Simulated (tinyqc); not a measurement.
From results back to parameters: deformation-potential model of the L valleys of a conduction band. Three cases, with inputs chosen for the exercise.

Problem. An ellipsoidal valley with ml > mt has the density-of-states mass m_d = (ml mt^2)^(1/3) and, averaged over equivalent valleys, the conductivity mass m_c = 3/(1/ml + 2/mt).

Case 1.

m_d = 0.2210378 m0
m_c = 0.1185823 m0

Case 2.

m_d = 0.2191416 m0
m_c = 0.1185078 m0

Case 3.

m_d = 0.2188146 m0
m_c = 0.1171377 m0

Find: K = ml/mt; mt; ml.

Solution. With K = ml/mt, m_d/m_c = K^(1/3) (2 + 1/K)/3, which rises steadily for K > 1 and so fixes K; then mt = m_d K^(-1/3) and ml = K mt.

Case 1.

K = ml/mt = 20.321
mt = 0.081 m0
ml = 1.646 m0

Case 2.

K = ml/mt = 19.802
mt = 0.081 m0
ml = 1.604 m0

Case 3.

K = ml/mt = 20.462
mt = 0.080 m0
ml = 1.637 m0

Computed by tinyqc, one run a case: `OMP_NUM_THREADS=1 python tinyqc.py N N+1 out.jsonl` with N = 1050012, 1050036, 1050067; one thread of a shared Intel(R) Xeon(R) Processor @ 2.30GHz, about 0.02 s a run at most.
